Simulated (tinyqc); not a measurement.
## Charge-trap memory cell: effect of the gate voltage

Channel, tunnel oxide, storage layer, blocking layer, gate. N electrons per area sit in a sheet at the centroid and shift the threshold by U = (q/eps0) N (tb/eb + xc tn/en). EOT = t1 + 3.9 (tn/en + tb/eb); tunnel field F = (Vg - U)/EOT; dN/dt = eta (J/q)(1 - N/Nm). Fowler-Nordheim: J = A F^2 exp(-B/F), A = q^2/(16 pi^2 hbar mo phi) (times 1e14 for A/cm^2 with F in V/nm, emitter mass m0), B = (4/3) sqrt(mo/C) phi^1.5, C = hbar^2/(2 m0).

After 1e-5 s. The rate equation is integrated from N = 0 to the digits shown; blocking field (3.9 F + q N/eps0)/eb.

Parameters, values chosen for the exercise; oxide values close to those of silicon dioxide, storage layer close to silicon nitride, blocking layer close to aluminium oxide:
- phi = 3.14 eV (tunnel barrier)
- mo = 0.4 m0 (tunnelling mass)
- t1 = 4.2 nm (tunnel oxide (permittivity 3.9))
- tn = 8.5 nm (storage layer)
- en = 7.5 (its relative permittivity)
- tb = 12.7 nm (blocking layer)
- eb = 9 (its relative permittivity)
- xc = 0.35 (charge centroid, share of tn counted from the blocking side)
- eta = 0.67 (capture efficiency of an empty layer)
- Nm = 1.6e13 cm^-2 (trap density)

Constants: q = 1.602176634e-19 C, hbar = 1.054571817e-34 J s, m0 = 9.1093837015e-31 kg, eps0 = 8.8541878128e-14 F/cm where lengths are in cm, hbar^2/(2 m0) = 0.0380998212 eV nm^2. Results are converted to the units shown.

Results:
```
Vg (V)	N/Nm	U (V)	F (V/nm)	blocking field (V/nm)
15.8	0.1096	0.5734	1.078	0.5024
16.7	0.2234	1.169	1.100	0.5484
17.5	0.3419	1.789	1.112	0.5920
18.4	0.4799	2.512	1.125	0.6419
19.2	0.6001	3.141	1.137	0.6858
20.9	0.8302	4.345	1.172	0.7750
21.8	0.9243	4.838	1.201	0.8178
```

Estimate the missing row, Vg = 20.1 V.

Computed row:
```
Vg (V)	N/Nm	U (V)	F (V/nm)	blocking field (V/nm)
20.1	0.7279	3.810	1.153	0.7340
```

With this row back in the table: U rises from 0.573 to 4.84 V; the slope between neighbouring rows is at most 0.802 and 0.547 between the last two rows. In the upper rows it falls short of the 1 of a floating gate because capture weakens as the traps fill (92.4 % in the last row); where little charge has entered in the time given, the slope is small in any case. The blocking field reaches 8.18 MV/cm, where electrons may escape to the gate, which the model leaves out.

Range of the model: The Fowler-Nordheim form needs F t1 above phi; trap-assisted paths and leakage through the blocking layer are left out.

Computed by the program tinyqc: `OMP_NUM_THREADS=1 python tinyqc.py 2130051 2130052 out.jsonl`, one thread of a shared Intel Xeon 2.30GHz, about 0.03 s for the whole run.
